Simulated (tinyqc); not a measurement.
## Dose and depth of a threshold implant

Inverse problem. A sheet of D acceptors per cm^2 lies at depth xi inside the depleted layer of a body doped Na. In the depletion approximation VT = Vfb + f2 + q D/Cox + gamma sqrt(f2 + Vsb - q D xi/(eps0 eps_r)), gamma = sqrt(2 eps0 eps_r q Na)/Cox, Cox = eps0 eox/tox. Find gamma, D and xi.

Values chosen for this exercise; band and dielectric values close to those of 4H silicon carbide:
```
symbol   value   unit                                                                 meaning
eps_r     9.55                                                          relative permittivity
Na      1.3e18  cm^-3                                       acceptor density deep in the body
eox        3.9         relative permittivity of the gate insulator (close to silicon dioxide)
tox          8     nm                                                     insulator thickness
Vfb      -0.58      V                                                       flat-band voltage
f2       3.019      V                                        band bending 2 phiF at threshold
```

Constants: q = 1.602176634e-19 C, eps0 = 8.8541878128e-14 F/cm where lengths are in cm. Results are converted to the units shown.

VT against the source at Vsb = 0 and 2.1 V (V): [4.9481705, 5.6766568]

Answer. With y^2 = f2 - q D xi/(eps0 eps_r) and d the difference of the thresholds over gamma, sqrt(y^2 + Vsb) - y = d gives y = (Vsb - d^2)/(2 d). The first threshold then gives D, and y^2 gives xi.

gamma = 1.37 V^0.5
D = 4.00e11 cm^-2
xi = 9.40 nm

Numbers from tinyqc (`OMP_NUM_THREADS=1 python tinyqc.py 2080004 2080005 out.jsonl`; about 0.7 s on one thread of a shared Intel Xeon 2.30GHz).
